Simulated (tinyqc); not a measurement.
On-chip interconnect, size-dependent resistivity and RC delay: two metals against line width.

A rectangular line between two neighbours and two ground planes. Surface and grain-boundary scattering are added to the bulk resistivity as corrections; capacitances are parallel-plate values without fringing; inductance is ignored.

Metal width x = wd - 2 tl, height y = AR wd - tl; grain boundaries (Mayadas-Shatzkes): al = (lam/(gr x)) Rg/(1 - Rg), g = 1/[1 - 3 al/2 + 3 al^2 - 3 al^3 ln(1 + 1/al)] - 1; surfaces (Fuchs-Sondheimer, thick limit): s = (3/8) lam (1 - ps)(1/x + 1/y); rho = rho0 (1 + g + s); r = rho/(x y). The second metal has rho2, lam2 and tl2 in place of rho0, lam and tl; ps, Rg, gr and AR are shared.

Parameters, values chosen for the exercise; metal values close to those of copper:

| symbol | value | unit | meaning |
|---|---|---|---|
| rho0 | 1.7 | uohm cm | bulk resistivity |
| lam | 41.1 | nm | bulk mean free path |
| ps | 0 |  | specular share of surface scattering |
| Rg | 0.48 |  | reflection coefficient of grain boundaries |
| gr | 2 |  | grain size over the metal width |
| AR | 2.5 |  | aspect ratio, height over width |
| tl | 1.7 | nm | liner on both walls and the bottom, not conducting |
| sp | 86 | nm | space to the neighbouring lines |
| hd | 92 | nm | dielectric height to the planes above and below |
| ek | 3.9 |  | relative permittivity of the dielectric |
| Mf | 0 |  | Miller factor of the neighbours |
| rho2 | 5.42 | uohm cm | bulk resistivity of the second metal (close to molybdenum) |
| lam2 | 11.4 | nm | mean free path of the second metal |
| tl2 | 0 | nm | liner of the second metal |

Constants: eps0 = 8.8541878128e-12 F/m. Results are converted to the units shown.

Two metals against line width:

| wd (nm) | rho, first (uohm cm) | rho, second (uohm cm) | r, first (ohm/um) | r, second (ohm/um) | ratio second/first |
|---|---|---|---|---|---|
| 6.5 | 25.93 | 16.48 | 5748 | 1561 | 0.2715 |
| 8 | 18.28 | 14.43 | 2171 | 902.2 | 0.4156 |
| 10 | 13.41 | 12.65 | 871.7 | 506.2 | 0.5807 |
| 13 | 9.849 | 11.01 | 333.1 | 260.5 | 0.7821 |
| 17 | 7.513 | 9.709 | 135.4 | 134.4 | 0.9924 |
| 22 | 5.988 | 8.746 | 60.40 | 72.28 | 1.197 |
| 30 | 4.726 | 7.870 | 24.24 | 34.98 | 1.443 |
| 45 | 3.655 | 7.061 | 7.930 | 13.95 | 1.759 |
| 70 | 2.933 | 6.480 | 2.541 | 5.290 | 2.082 |
| 120 | 2.411 | 6.041 | 0.6933 | 1.678 | 2.420 |

The resistivity of the first metal falls from 25.9 to 2.41 uohm cm and that of the second goes from 16.5 to 6.04 uohm cm as the line widens. The products rho0 lam, which set the size effect, are 69.9 and 61.8 uohm cm nm. The two resistances cross at wd = 17.2 nm: below it the second metal gives the lower line resistance. For widths well under the mean free path the thick-limit surface term is only a guide.

Numbers from tinyqc (`OMP_NUM_THREADS=1 python tinyqc.py 2100072 2100073 out.jsonl`; about 0.01 s on one thread of a shared Intel Xeon 2.30GHz).
